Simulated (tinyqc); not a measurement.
Inside a calculation. Method: MP2 on RHF in the 6-31g basis, for H2, spin multiplicity 1. One step of it, computed by the program tinyqc.

Problem. Iteration 5 (converged): orbitals. Diagonalise F' = X^T F X, C = X C', fill 1 alpha and 1 beta electrons from the bottom; D = 2 C_occ C_occ^T. Each column has its largest component positive (the first on a tie).

converged F (hartree), order 1H 1s, 1H 2s, 2H 1s, 2H 2s:
```
[[-0.093502, -0.533411, -0.603575, -0.543642],
 [-0.533411, -0.340856, -0.543642, -0.372807],
 [-0.603575, -0.543642, -0.093502, -0.533411],
 [-0.543642, -0.372807, -0.533411, -0.340856]]
```

X, order 1H 1s, 1H 2s, 2H 1s, 2H 2s:
```
[[1.325081, -0.508332, -0.261478, 0.096559],
 [-0.508332, 2.137809, 0.096559, -1.196546],
 [-0.261478, 0.096559, 1.325081, -0.508332],
 [0.096559, -1.196546, -0.508332, 2.137809]]
```

Give: F' = X^T F X; orbital energies; coefficients C; D after iteration 5.

Solution.

F' = X^T F X (hartree):
```
[[0.655, -0.588, -0.621, -0.091],
 [-0.588, 0.293, -0.091, -0.208],
 [-0.621, -0.091, 0.655, -0.588],
 [-0.091, -0.208, -0.588, 0.293]]
```

orbital energies (hartree): [-0.620, 0.259, 0.739, 1.518]

coefficients C, order 1H 1s, 1H 2s, 2H 1s, 2H 2s:
```
[[0.340, 0.107, 0.731, -1.196],
 [0.252, 1.932, -0.681, 1.418],
 [0.340, -0.107, 0.731, 1.196],
 [0.252, -1.932, -0.681, -1.418]]
```

D after iteration 5, order 1H 1s, 1H 2s, 2H 1s, 2H 2s:
```
[[0.231, 0.171, 0.231, 0.171],
 [0.171, 0.127, 0.171, 0.127],
 [0.231, 0.171, 0.231, 0.171],
 [0.171, 0.127, 0.171, 0.127]]
```
